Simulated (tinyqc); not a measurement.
# Worked calculation: biaxially strained (001) channel, valley splitting in an inversion layer

tinyqc, about 0.02 s, one thread, Intel Xeon 2.30GHz (shared host): `OMP_NUM_THREADS=1 python tinyqc.py 2530173 2530174 out.jsonl` Printed values are rounded.

A thin layer grown on a relaxed buffer is stretched in the plane. The two valleys with their long axis along the growth direction (D2) sink against the four in-plane ones (D4); confinement in a triangular well splits them too. Only the lowest subband of each set is kept; one relaxation time, so the weakening of intervalley scattering is left out.

Parameters, values chosen for the exercise; values close to those of silicon on relaxed silicon-germanium:
- T = 250 K (temperature)
- x = 0.27 (germanium share of the relaxed buffer)
- b1 = 0.0418 (lattice mismatch per unit x)
- c11 = 162 GPa (elastic constant)
- c12 = 63.7 GPa (elastic constant)
- Xu = 9.14 eV (shear deformation potential)
- ml = 0.907 m0 (longitudinal mass)
- mt = 0.195 m0 (transverse mass)
- F = 0.29 MV/cm (confining field)
- Ns = 2.8e12 cm^-2 (inversion density)
- bv = 0.384 nm (Burgers vector)

Constants: q = 1.602176634e-19 C, kB = 1.380649e-23 J/K, hbar = 1.054571817e-34 J s, m0 = 9.1093837015e-31 kg, Vt = kB T/q, hbar^2/(2 m0) = 0.0380998212 eV nm^2. Results are converted to the units shown.

## Strain, stress and splitting

e_par = b1 x, e_perp = -2 (c12/c11) e_par, splitting D = Xu (e_par - e_perp), in-plane stress (c11 + c12 - 2 c12^2/c11) e_par.

e_par = 1.12860 %
e_perp = -0.887553 %
D = 184.276 meV
stress = 1.98188 GPa

## Subband edges and densities of states

Levels E(m) = 2.33811 (hbar^2 q^2 F^2/(2 m))^(1/3): E2 = E(ml), E4 = E(mt) + D; N2 = 2 mt kB T/(pi hbar^2), N4 = 4 sqrt(mt ml) kB T/(pi hbar^2).

E2 = 0.0767189 eV
E4 = 0.312340 eV
N2 = 3.50974e12 cm^-2
N4 = 1.51388e13 cm^-2

Of the gap E4 - E2 = 236 meV, confinement gives 51.3 meV.

## Iteration 1: critical thickness by substitution

h at the start = 10 nm

Critical thickness (Matthews-Blakeslee, 60-degree dislocations): h = bv (1 - nu/4)[ln(h/bv) + 1]/(4 pi e_par (1 + nu)), nu = c12/(c11 + c12). The right side gives h(new); e_par = b1 x.

h after iteration 1 = 8.36017 nm

## Iteration 2: critical thickness by substitution

As before.

h after iteration 2 = 8.00866 nm

## Course of the iteration: critical thickness by substitution

Stop when h changes by less than 1e-7 nm, or after 60 iterations.

Course of the iteration:
```
iteration   h (nm)  |change| (nm)
1          8.36017           1.64
2          8.00866          0.352
3          7.92435         0.0843
4          7.90358         0.0208
5          7.89843        5.15e-3
6          7.89715        1.28e-3
7          7.89683        3.18e-4
8          7.89675        7.90e-5
9          7.89673        1.96e-5
10         7.89673        4.88e-6
11         7.89673        1.21e-6
12         7.89673        3.02e-7
13         7.89673        7.49e-8
```

Converged in 13 iterations. At the end each change is about 0.25 times the one before: linear convergence.

## Share of the light valleys and conductivity mass

EF = 0.0810098 eV

EF solves Ns = N2 ln(1 + exp((EF - E2)/Vt)) + N4 ln(1 + exp((EF - E4)/Vt)); f2 is the share in D2, and 1/mc = f2/mt + (1 - f2)(1/mt + 1/ml)/2.

f2 = 0.999883
mc = 0.195009 m0

Without strain f2 would be 0.663 and mc 0.225 m0, so repopulation alone gains 15 % in mobility.
